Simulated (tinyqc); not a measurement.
Worked calculation: Koster-Slater impurity in a tight-binding band, by Green functions and by supercells. Computed by tinyqc, a small Python program that keeps every step. Command: `OMP_NUM_THREADS=1 python tinyqc.py 3001774 3001775 out.jsonl kosterslater walk`. One thread of a shared host (Intel(R) Xeon(R) Processor @ 2.30GHz), about 0.04 s of CPU time with the checks. Intermediate numbers are printed to about 6 digits and carried at full precision; extremes and crossings named in words are read from the listed rows.

One orbital per site, e(k) = -2 t sum cos(k_i) over 2 direction(s), band from -4 t to 4 t, lattice constant 1. One site has the extra energy U. Spin is left out.

Inputs (values chosen for the exercise, for a model band):

| quantity | value | unit |
|---|---|---|
| hopping t | 0.41 | eV |
| impurity potential U | 1.83 | eV |
| supercell edge N | 4 | sites |
| energy inside the band E | 0.881 | eV |
| broadening eta | 0.033 | eV |
| impurity concentration c | 0.002 | per site |

Lattice: square.

Constants: hbar = 6.582119569e-16 eV s.

## The host Green function outside the band

Outside the band G0(E) = (2/(pi E)) K(m), m = 16 t^2/E^2, K the complete elliptic integral with parameter m. A bound state solves 1/U = G0(E). Energies: 0.05, 0.2, 0.5, 1, 2, 4 and 8 t beyond the band edge on the side of U, rounded to four digits.

Scan on the side of U:

| E (eV) | G0 (1/eV) | 1/U - G0 (1/eV) |
|---|---|---|
| 1.660 | 1.25246 | -0.706013 |
| 1.722 | 0.96581 | -0.419365 |
| 1.845 | 0.77131 | -0.224857 |
| 2.050 | 0.61963 | -0.073186 |
| 2.460 | 0.46832 | 0.078127 |
| 3.280 | 0.32719 | 0.219258 |
| 4.920 | 0.20928 | 0.337168 |

G0 diverges at the band edge, so any U binds a state, exponentially weakly when U is small.

## The bound state

Bisection in ln(distance from the edge) between 1e-5 t and |U| + t. Weight on the impurity site: -1/(U^2 dG0/dE), by a central difference with step min(1e-4 t, distance/30). Decay length along an axis: 1/arccosh(1 + distance/(2 t)).

level E_b = 2.21196 eV

distance from the band edge = 0.571955 eV

weight on the impurity site = 0.779808

decay length = 0.891730 sites

The state is compact: most of it sits on the impurity.

## Green function inside the band

Inside the band G0(z), z = E + i eta, comes from the chain form 1/(sqrt(y - 2t) sqrt(y + 2t)) (principal roots) at y = z + 2 t cos k, averaged over k in (0, pi) with 200 Gauss-Legendre points.

G0(E + i eta) = 0.649671-0.807199i 1/eV

## Scattering

T = U/(1 - U G0); phase shift delta = -arg(1 - U G0) in (-pi, pi]; host density of states -Im G0/pi; on the impurity -Im[G0/(1 - U G0)]/pi; lifetime of a band state hbar/(-2 c Im T).

T matrix = -0.15587-1.21892i eV

phase shift delta = -1.69798 rad

host density of states = 0.256939 1/eV

density of states on the impurity = 0.115857 1/eV

scattering lifetime = 134.999 fs

The Born approximation would take Im T = U^2 Im G0 = -2.70 eV, 2.22 times the full value.

## The level in the supercell

In a periodic cell of N sites along each direction with Bloch vector K, the level solves 1/U = N^-d sum_k 1/(E - e(k)), k_i = (2 pi m_i + K_i)/N, m_i = 0..N-1; the outermost root on the side of U is taken (bisection). d is the number of directions. Gamma means K_i = 0, the zone corner K_i = pi, the quarter point K_i = pi/2. The error is measured against the isolated level E_b.

level at Gamma = 2.23751 eV

level at the corner = 2.18761 eV

level at the quarter point = 2.21176 eV

error at Gamma = 0.0255541 eV

width between Gamma and the corner = 0.0498966 eV

Images turn the level into a band 0.0499 eV wide; the quarter point misses the isolated level by -1.9e-4 eV, far less than Gamma, because the leading hopping between images averages out there.

## Convergence with cell size

Even N; errors against the isolated level E_b, set to 0 below 1e-6 t.

Error of the level (eV):

| N | sites | Gamma | corner | quarter point |
|---|---|---|---|---|
| 2 | 4 | 2.98876e-01 | -3.81955e-01 | -2.43425e-02 |
| 4 | 16 | 2.55541e-02 | -2.43425e-02 | -1.94102e-04 |
| 6 | 36 | 2.20351e-03 | -2.09424e-03 | -1.79620e-06 |
| 8 | 64 | 1.98721e-04 | -1.94102e-04 | 0 |
| 12 | 144 | 1.80246e-06 | -1.79620e-06 | 0 |
| 16 | 256 | 0 | 0 | 0 |

The error at Gamma falls exponentially, between the last two resolved rows by exp(-1.176) per site against 1/(decay length) = 1.121; the rest is the power-law prefactor of the Green function. Gamma and the corner err in opposite directions. Among the sizes listed an error below 1 meV is first reached at N = 8 at Gamma; at the quarter point N = 4 is enough.

## Phase shift across the band

delta/pi = -arg(1 - U G0)/pi counts the states added below E (Friedel); host DOS = -Im G0/pi, DOS on the impurity = -Im[G0/(1 - U G0)]/pi; 13 evenly spaced energies from -(band edge + |U| + 2t) to +(band edge + |U| + 2t).

Across the spectrum:

| E (eV) | Re G0 (1/eV) | host DOS (1/eV) | DOS on the impurity (1/eV) | delta/pi |
|---|---|---|---|---|
| -4.290 | -0.242379 | 0.000643 | 0.00031 | -0.000815 |
| -3.575 | -0.296448 | 0.000984 | 0.00041 | -0.001167 |
| -2.860 | -0.385254 | 0.001744 | 0.00060 | -0.001872 |
| -2.145 | -0.573291 | 0.004565 | 0.00109 | -0.004077 |
| -1.430 | -0.834923 | 0.199529 | 0.02589 | -0.135598 |
| -0.715 | -0.625871 | 0.280556 | 0.03894 | -0.205207 |
| 0.000 | 0.000000 | 0.653868 | 0.04321 | -0.417241 |
| 0.715 | 0.625871 | 0.280556 | 0.10697 | -0.528606 |
| 1.430 | 0.834923 | 0.199529 | 0.12513 | -0.637289 |
| 2.145 | 0.573291 | 0.004565 | 1.47182 | -0.843796 |
| 2.860 | 0.385254 | 0.001744 | 0.02002 | -0.010817 |
| 3.575 | 0.296448 | 0.000984 | 0.00470 | -0.003935 |
| 4.290 | 0.242379 | 0.000643 | 0.00208 | -0.002115 |

delta/pi starts and ends near zero (-0.001 and -0.002): the impurity moves states but creates none. delta/pi is negative in the band, down to -0.84 among these rows (-1 just below the level for small eta), and the lost state returns at the level above the band (2.212 eV).

Checks made by the program: G0 at the level by a direct sum over directions (relative difference below 1e-10).
